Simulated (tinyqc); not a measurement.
Inside a calculation. Method: UHF in the sto-6g basis, for H4, spin multiplicity 3. This run ends on a higher stationary point, not on the lowest solution. One step of it, computed by the program tinyqc.

Question. Orthogonalisation. S = U s U^T; symmetric (Loewdin) form X = U s^(-1/2) U^T, so that X^T S X = 1.

overlap S, lower triangle:
```
          1H 1s     2H 1s     3H 1s     4H 1s
1H 1s  1.000000
2H 1s  0.320128  1.000000
3H 1s  0.057319  0.031528  1.000000
4H 1s  0.031528  0.057319  0.320128  1.000000
```

Give: eigenvalues of S; X.

Answer.

eigenvalues of S: 0.654  0.706  1.231  1.409

X, lower triangle:
```
        1H 1s   2H 1s   3H 1s  4H 1s
1H 1s   1.043
2H 1s  -0.171   1.043
3H 1s  -0.026  -0.003   1.043
4H 1s  -0.003  -0.026  -0.171  1.043
```
